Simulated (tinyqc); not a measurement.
From one set of inputs to another, one input at a time: defect equilibria of an oxide against oxygen pressure (mass action). Computed by tinyqc, a small Python program. Command: `OMP_NUM_THREADS=1 python tinyqc.py 3003540 3003541 out.jsonl brouwer ladder`. One thread of a shared host (Intel(R) Xeon(R) Processor @ 2.30GHz), about 0.01 s of CPU time with the checks.

Defects: oxygen vacancies V (charge +2), electrons n, holes p, the ionic partner X = V_M'' (charge -2), and the dopant. Activities are taken equal to concentrations.

The inputs printed are set A. Inputs not listed in the table keep their values of set A, so the rows need not describe a real material.

Inputs (values chosen for the exercise, for a model oxide): reduction enthalpy H_r = 3.3 eV; prefactor K_r0 = 1.6e+71 cm^-9 atm^(1/2); gap E_g = 3.29 eV; prefactor N_c N_v = 3.2e+40 cm^-6; disorder enthalpy H_s = 3.47 eV; prefactor K_s0 = 9.5e+44 cm^-6; dopant density N_d = 2.2e+17 cm^-3; temperature T = 1000 K; oxygen pressure P = 0.006 atm; electron mobility mu_n = 4.5 cm^2/(V s); hole mobility mu_p = 0.44 cm^2/(V s); vacancy diffusion prefactor D_0 = 0.037 cm^2/s; vacancy migration energy E_m = 0.8 eV.

Ionic disorder: Schottky, oxide MO. Dopant (singly charged, fully ionised): acceptor.

Constants: k_B = 8.617333262e-05 eV/K; e = 1.602176634e-19 C.

Method:
- K_r = K_r0 exp(-H_r/k_B T) = [V] n^2 P^(1/2); K_i = N_c N_v exp(-E_g/k_B T) = n p; K_s = K_s0 exp(-H_s/k_B T) = [X] [V].
- Neutrality: 2 [V] + p = n + 2 [X] + N_d. With n as the unknown, [V] = K_r/(n^2 P^(1/2)), p = K_i/n, [X] = K_s/[V]; the log ratio is ln(positive/negative).
- The root is found by 60 bisections in ln n between n = 1e-10 and 1e25 cm^-3.
- sigma_n = e n mu_n, sigma_p = e p mu_p, sigma_ion = 2 e [V] mu_V with mu_V = 2 e D/(k_B T) and D = D_0 exp(-E_m/k_B T); only the oxygen vacancies carry ionic current, and the ionic transport number is sigma_ion over the total.

Each row keeps all changes above it:
```
input moved                           from       to   p (cm^-3)  [X] (cm^-3)  total conductivity (S/cm)
set A                                    -        -  1.8602e+05   1.3042e+09                 3.2557e+00
vacancy migration energy E_m (eV)      0.8     0.69  1.8602e+05   1.3042e+09                 3.2559e+00
prefactor K_r0 (cm^-9 atm^(1/2))   1.6e+71  6.4e+68  1.2692e+06   7.0039e+09                 4.7720e-01
temperature T (K)                     1000      700  1.8204e+02   8.9685e+02                 2.6105e-04
disorder enthalpy H_s (eV)            3.47     2.88  1.8204e+02   1.5868e+07                 2.6105e-04
reduction enthalpy H_r (eV)            3.3     5.13  7.0392e+08   1.5894e+07                 4.6582e-07
oxygen pressure P (atm)              0.006    2e-20  3.0078e+04   1.5894e+07                 2.0428e-06
dopant density N_d (cm^-3)         2.2e+17  6.3e+18  1.6095e+05   5.5504e+05                 1.3631e-05
```

p goes from 186000 to 161000, a factor 0.865 in all. The largest single move comes from reduction enthalpy H_r (a factor 3.87e6), but it runs against the net change; the largest move in the direction of the net change is oxygen pressure P (a factor 4.27e-5). [X] goes from 1.30e9 to 555000, a factor 4.26e-4 in all. The largest single move comes from temperature T (a factor 1.28e-7), and disorder enthalpy H_s works against it (a factor 17700). Total conductivity goes from 3.26 to 1.36e-5, a factor 4.19e-6 in all. The largest single move comes from temperature T (a factor 5.47e-4), and dopant density N_d works against it (a factor 6.67). The single moves hold for this order of the switches; the total does not depend on the order.

Extremes, crossings and ranges named in words are read from the listed rows.
